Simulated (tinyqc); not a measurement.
# Abrupt p-n junction, non-linear Poisson equation by Newton steps: two studies

One dimension, p side on the left, n side on the right; net doping C = -Na for x < 0 and +Nd for x > 0. The potential psi is counted from the intrinsic level, and the quasi-Fermi potentials are flat: 0 for holes and -V for electrons, so n = ni exp((psi + V)/Vt) and p = ni exp(-psi/Vt) (Boltzmann statistics, full ionisation, no current).

Inputs (values chosen for the exercise); band and dielectric values close to those of silicon:
- T = 300 K (temperature)
- Eg = 1.14 eV (band gap)
- eps_r = 11.7 (relative permittivity)
- Nc = 2.78e19 cm^-3 (conduction-band density of states at T)
- Nv = 2.61e19 cm^-3 (valence-band density of states at T)
- Na = 4.3e17 cm^-3 (acceptor density of the p side)
- Nd = 9.1e17 cm^-3 (donor density of the n side)
- V = 0 V (bias of the p side against the n side)

Constants: q = 1.602176634e-19 C, kB = 1.380649e-23 J/K, Vt = kB T/q, eps0 = 8.8541878128e-14 F/cm where lengths are in cm. Results are converted to the units shown.

Each table varies one quantity; the others keep the values above.

## Capacitance and field against bias

The Poisson equation d/dx(eps0 eps_r dpsi/dx) = -q (p - n + C) is solved on a mesh of more than 1000 nodes that ends in neutral material (psi_p = -Vt ln(Na/ni), psi_n = Vt ln(Nd/ni) - V). C_j = q d/dV of the integral of p over x, from the linearised equation. ni = sqrt(Nc Nv) exp(-Eg/(2 Vt)), Eg in volts. Depletion approximation: Vbi = Vt ln(Na Nd/ni^2), W = sqrt(2 eps0 eps_r (Vbi - V)(1/Na + 1/Nd)/q), xp = W Nd/(Na + Nd), xn = W Na/(Na + Nd), peak field 2 (Vbi - V)/W, capacitance eps0 eps_r/W. The last column applies it to an abrupt Na-Nd junction.

Capacitance and field against bias:

| V (V) | peak \|E\| (kV/cm) | C_j (nF/cm^2) | 1/C_j^2 (cm^4/uF^2) | eps0 eps_r/C_j (nm) | abrupt depletion C (nF/cm^2) |
|---|---|---|---|---|---|
| 0.14 | 260.9 | 179.3 | 31.10 | 57.77 | 173.5 |
| -1.55 | 469.8 | 99.58 | 100.8 | 104.0 | 98.55 |
| -3.24 | 611.1 | 76.57 | 170.6 | 135.3 | 76.09 |
| -4.93 | 725.3 | 64.51 | 240.3 | 160.6 | 64.22 |
| -6.62 | 823.8 | 56.79 | 310.1 | 182.4 | 56.60 |
| -8.31 | 911.8 | 51.31 | 379.8 | 201.9 | 51.17 |
| -10 | 992.0 | 47.17 | 449.5 | 219.6 | 47.05 |

What does the table show?

With V going from 0.14 to -10 V, C_j falls from 179 to 47.2 nF/cm^2 and the peak field rises from 261 to 992 kV/cm. The slope of 1/C_j^2, read as N = 2/(q eps0 eps_r |slope|), gives 2.92e17 cm^-3 between the first two rows and 2.92e17 cm^-3 between the last two, against Na Nd/(Na + Nd) = 2.92e17 cm^-3; the slopes of all rows agree within 0.01 %, as for uniform doping at both edges. At the end C_j goes as (Vbi - V)^(-0.50) with Vbi = 0.945 V, and it is 0.24 % above the abrupt depletion formula (at the first row 3.4 % above it). For V = -3.24, -4.93, -6.62, -8.31, -10 the peak field is at a level where avalanche or tunnelling currents, left out here, set in for such a gap.

## Effect of the doping Nd

Exact first integral for an abrupt junction with thick neutral sides: psi_p = -Vt ln(Na/ni), psi_n = Vt ln(Nd/ni) - V, psi_j = (Nd psi_n + Na psi_p - Vt (Nd - Na))/(Na + Nd) at the junction, n_j = ni exp((psi_j + V)/Vt), p_j = ni exp(-psi_j/Vt), and E_j^2 = (2 q/(eps0 eps_r)) [Nd (psi_n - psi_j - Vt) + Vt (n_j + p_j)] (minority densities of the neutral sides neglected).

The same in every row: ni (cm^-3) = 7.1575e9.

Effect of the doping Nd:

| Nd (cm^-3) | Vbi (V) | W (nm) | share of W on the n side (%) | peak field, depletion (kV/cm) | peak field, exact (kV/cm) |
|---|---|---|---|---|---|
| 1.4e16 | 0.83754 | 282.63 | 96.847 | 59.267 | 61.488 |
| 3.8e16 | 0.86335 | 178.82 | 91.880 | 96.561 | 94.151 |
| 1e17 | 0.88837 | 118.99 | 81.132 | 149.31 | 144.91 |
| 2.6e17 | 0.91307 | 85.366 | 62.319 | 213.92 | 207.78 |
| 7e17 | 0.93867 | 67.506 | 38.053 | 278.10 | 270.33 |
| 1.8e18 | 0.96309 | 59.902 | 19.283 | 321.55 | 312.81 |
| 4.9e18 | 0.98898 | 56.879 | 8.0675 | 347.75 | 339.68 |
| 1.3e19 | 1.0142 | 56.133 | 3.2018 | 361.35 | 368.14 |

What does the comparison show?

As Nd rises, Vbi rises from 0.838 to 1.01 V, 59.5 mV a decade (Vt ln 10), and W falls from 283 to 56.1 nm. The exponent d ln W/d ln Nd is -0.46 between the first two rows and -0.01 between the last two: the lighter-doped side sets the width, and Nd passes Na = 4.3e17 cm^-3 within the table. The depletion field is 3.6 % below the exact one in the first row and 1.8 % below it in the last. For Nd = 1.3e19 the doping exceeds a fifth of the band density of states, where Boltzmann statistics begin to fail.

Computed by the program tinyqc: `OMP_NUM_THREADS=1 python tinyqc.py 2000072 2000073 out.jsonl`, one thread of a shared Intel Xeon 2.30GHz, about 0.02 s for the whole run.
